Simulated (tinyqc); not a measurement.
# MOSFET in saturation, small-signal circuit and noise: effect of the temperature on speed and noise

Bias by the inversion coefficient IC = I/Ispec (charge-based model with velocity saturation; weak inversion below 0.1, strong above 10). Common-source circuit: gm, gds, Cgs, Cgd and Cj at the inner nodes, Rg in series with the gate; quasi-static, no source or drain resistance, no gate-body capacitance, no substrate network, no induced gate noise, so fmax is an upper estimate.

Ispec = 2 n mu Cox (W/L) Vt^2, lc = Ls/L, gms = [sqrt((lc IC + 1)^2 + 4 IC) - 1]/[2 + lc (lc IC + 1)], gm = gms Ispec/(n Vt), gds = sg gm. qs = [sqrt(1 + 4 IC) - 1]/2, Cgs = Cox W L qs (2 qs + 3)/(3 (qs + 1)^2) + Cov W, Cgd = Cov W, Cd = Cj W, Rg = Rsh (Wf/L)/(12 Nf) + Rc/W with Nf = W/Wf fingers (not rounded) contacted at both ends. fT = gm/(2 pi (Cgs + Cgd)), fmax = fT/(2 sqrt(Rg (gds + 2 pi fT Cgd))). Channel noise Sid = 4 kB T gam n gm with gam = (1/2 + (2/3) qs)/(1 + qs) + gw lc IC, qs = [sqrt(1 + 4 IC) - 1]/2, lc = Ls/L (the last term an empirical rise with velocity saturation); at the gate, white noise Sw = Sid/gm^2 + 4 kB T Rg. Number fluctuation with correlated mobility: S(f) = K/f, K = q^2 Vt lt Nt/(W L Cox^2) (1 + ac mu Cox I/gm)^2, Vt in eV with Nt per eV. Corner fc = K/Sw. IC is held fixed, and so are mu, n, Ls and Nt.

Values chosen for this exercise:
- L = 65 nm (gate length)
- W = 5 um (total gate width)
- Cox = 1.85 uF/cm^2 (gate capacitance)
- mu = 300 cm^2/(V s) (mobility)
- n = 1.23 (slope factor)
- Ls = 20 nm (velocity-saturation length)
- sg = 0.086 (ratio gds/gm)
- Cov = 0.45 fF/um (overlap and fringe capacitance per side)
- Cj = 0.42 fF/um (drain junction capacitance)
- Rsh = 15 ohm (sheet resistance of the gate)
- Wf = 0.5 um (finger width)
- Rc = 200 ohm um (gate contact and vertical resistance)
- IC = 0.31 (inversion coefficient)
- gw = 0.04 (short-channel excess of the noise factor)
- Nt = 7.4e17 cm^-3 eV^-1 (oxide trap density)
- lt = 0.1 nm (tunnelling length into the oxide)
- ac = 0 V s/C (Coulomb scattering coefficient)

Constants: q = 1.602176634e-19 C, kB = 1.380649e-23 J/K, Vt = kB T/q. Results are converted to the units shown.

The same in every row: Rg (ohm) = 40.96.

Effect of the temperature on speed and noise:
```
T (K)	I (uA)	fT (GHz)	fmax (GHz)	sqrt(Sw) (nV/Hz^0.5)	fc (MHz)
100	2.418	5.014	42.21	4.565	7.061
150	5.440	7.521	51.70	4.578	10.53
200	9.671	10.03	59.70	4.590	13.97
250	15.11	12.53	66.75	4.602	17.37
300	21.76	15.04	73.12	4.614	20.73
350	29.62	17.55	78.97	4.627	24.06
400	38.68	20.05	84.43	4.639	27.35
```

As T goes from 100 to 400 K, fT rises from 5.01 to 20.1 GHz, fmax rises from 42.2 to 84.4 GHz, the white noise rises from 4.57 to 4.64 nV/Hz^0.5 and the corner rises from 7.06 to 27.4 MHz. At fixed IC and mobility the current goes as T^2 and gm as T, which is why fT rises; a real mobility would fall with T. In every row fmax exceeds 4 fT, where channel resistance and substrate losses, left out here, would cap it. For T = 100 to 150 K band tails and dopant freeze-out, left out here, change n and the noise.

tinyqc, about 0.01 s, one thread, Intel Xeon 2.30GHz (shared host): `OMP_NUM_THREADS=1 python tinyqc.py 2150008 2150009 out.jsonl`
